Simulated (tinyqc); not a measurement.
Dose and depth of a threshold implant.

Inverse problem. A sheet of D acceptors per cm^2 lies at depth xi inside the depleted layer of a body doped Na. In the depletion approximation VT = Vfb + f2 + q D/Cox + gamma sqrt(f2 + Vsb - q D xi/(eps0 eps_r)), gamma = sqrt(2 eps0 eps_r q Na)/Cox, Cox = eps0 eox/tox. Find gamma, D and xi.

Values chosen for this exercise; band and dielectric values close to those of silicon: relative permittivity eps_r = 11.6; acceptor density deep in the body Na = 1.1e16 cm^-3; relative permittivity of the gate insulator (close to silicon nitride) eox = 7.68; insulator thickness tox = 6.5 nm; flat-band voltage Vfb = -0.82 V; band bending 2 phiF at threshold f2 = 0.726 V.

Constants: q = 1.602176634e-19 C, eps0 = 8.8541878128e-14 F/cm where lengths are in cm. Results are converted to the units shown.

VT against the source at Vsb = 0 and 1.1 V (V): -0.020546135  0.010606422

Answer. With y^2 = f2 - q D xi/(eps0 eps_r) and d the difference of the thresholds over gamma, sqrt(y^2 + Vsb) - y = d gives y = (Vsb - d^2)/(2 d). The first threshold then gives D, and y^2 gives xi.

gamma = 0.05751 V^0.5
D = 2.000e11 cm^-2
xi = 55.00 nm

Computed by the program tinyqc: `OMP_NUM_THREADS=1 python tinyqc.py 2080094 2080095 out.jsonl`, one thread of a shared Intel Xeon 2.30GHz, about 0.3 s for the whole run.
